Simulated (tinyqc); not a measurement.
The same stress in different states: Raman shift of the zone-centre optical phonon of a diamond-structure crystal under stress. Computed by tinyqc, a small Python program. Command: `OMP_NUM_THREADS=1 python tinyqc.py 3026631 3026632 out.jsonl ramanstress walk`. One thread of a shared host (Intel(R) Xeon(R) Processor @ 2.30GHz), about 0.01 s of CPU time with the checks.

Axes x, y, z are the cube axes. Strain shifts the threefold optical mode and can split it; p, q and r are the phonon deformation potentials.

Inputs (values chosen for the exercise, modelled on silicon):
```
quantity                          value  unit
unstrained frequency omega_0      521.5  1/cm
p/omega_0^2                       -1.81     -
q/omega_0^2                       -2.39     -
r/omega_0^2                      -0.718     -
C11                               166.1   GPa
C12                               64.51   GPa
C44                               80.78   GPa
stress sigma (tension positive)   -0.18   GPa
```

Stress state: uniaxial. Axis: [210].

Method:
- S11 = (C11 + C12)/D, S12 = -C12/D, D = (C11 - C12)(C11 + 2 C12), S44 = 1/C44.
- eps_xx = S11 sigma_xx + S12 (sigma_yy + sigma_zz), and cyclic; eps_xy = S44 sigma_xy/2 (tensor strain).
- Secular matrix: M_xx = p eps_xx + q (eps_yy + eps_zz), M_xy = 2 r eps_xy; its eigenvalues are omega^2 - omega_0^2, and the shifts are these over 2 omega_0.
- Uniaxial: sigma n n^T; biaxial: sigma (1 - n n^T); hydrostatic: sigma 1. The line seen from (001) is taken as unresolved, at the intensity-weighted shift M_zz/(2 omega_0).

S44 = 12.3793 1/TPa

S11 = 7.69181 1/TPa

S12 = -2.15168 1/TPa

Shifts (1/cm):
```
state                  lowest  middle  highest  line seen from (001)
uniaxial [100]         0.1707  0.4387   0.4387                0.4387
uniaxial [110]         0.0961  0.4387   0.5133                0.4387
uniaxial [001]         0.1707  0.4387   0.4387                0.1707
uniaxial [111]         0.2103  0.2103   0.6275                0.3494
biaxial, normal [001]  0.6094  0.6094   0.8773                0.8773
biaxial, normal [111]  0.4206  0.8378   0.8378                0.6987
hydrostatic            1.0481  1.0481   1.0481                1.0481
```

Seen from (001), uniaxial stress along [100] and along [110] give the same shift (0.439), and equal biaxial stress in the plane gives twice as much (0.877), since only sigma_xx + sigma_yy and sigma_zz enter M_zz. Stress along [001] gives 0.171. One measured shift therefore fixes the stress only once its state is assumed: read as uniaxial in the plane, a shift implies twice the stress that it does read as biaxial.

Extremes, crossings and ranges named in words are read from the listed rows.
